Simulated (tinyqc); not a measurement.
Dopants and charged point defects at anneal temperature: Fermi-level effect, clustering and pairing: one step, computed by the program tinyqc.

Boltzmann statistics and full ionisation of active dopants. Energies are counted from the valence band; the defect (a vacancy or self-interstitial) has five charge states, with all degeneracy factors one.

Question. The host at the anneal temperature. E_g = E_g0 - alpha T^2/(T + beta). N_c = 2 M_c (2 pi m_e k_B T/h^2)^(3/2) and N_v = 2 (2 pi m_h k_B T/h^2)^(3/2), masses in units of m_0. n_i = sqrt(N_c N_v) exp(-E_g/2 k_B T); E_i = E_g/2 + (k_B T/2) ln(N_v/N_c).

Inputs (values chosen for the exercise, with bands modelled on GaAs):
```
quantity                 value  unit
gap at 0 K E_g0           1.52    eV
Varshni alpha         0.000551  eV/K
Varshni beta               208     K
electron mass m_e       0.0672   m_0
valleys M_c                  1     -
hole mass m_h            0.526   m_0
anneal temperature T       890     K
```

Dopant: acceptor. Second part: clustering of the dopant.

Constants: m_0 = 9.1093837015e-31 kg; k_B = 1.380649e-23 J/K; h = 6.62607015e-34 J s; k_B = 8.617333262e-05 eV/K.

Give: E_g; k_B T; n_i; E_i; effective density of states N_b of the majority band.

Answer.

E_g = 1.1225 eV

k_B T = 0.076694 eV

n_i = 6.9350e+15 cm^-3

E_i = 0.67961 eV

effective density of states N_b of the majority band = 4.8916e+19 cm^-3
